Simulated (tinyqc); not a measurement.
Wafer bonding and layer transfer: bond energy, gap closing, particles, bonding of dissimilar wafers and hydrogen blisters: one step, computed by the program tinyqc.

gamma is the energy per area of each of the two surfaces; plates are isotropic.

Problem. Bond energy from the blade test. Two cantilevers opened by t_b: gamma = 3 t_b^2 E1 t1^3 E2 t2^3/(16 L^4 (E1 t1^3 + E2 t2^3)).

Inputs (values chosen for the exercise, for model wafers): Young's modulus E1 = 165 GPa; Young's modulus E2 = 68.7 GPa; thickness t1 = 625 micrometre; thickness t2 = 625 micrometre; blade thickness t_b = 100 micrometre; crack length L = 22.7 mm.

Pair: two different wafers.

Give: bond energy gamma.

Solution.

bond energy gamma = 0.083622 J/m^2

An error of 5 % in L changes gamma by about 20 %. This is the level of van der Waals or hydrogen bonds, as after contact at room temperature.
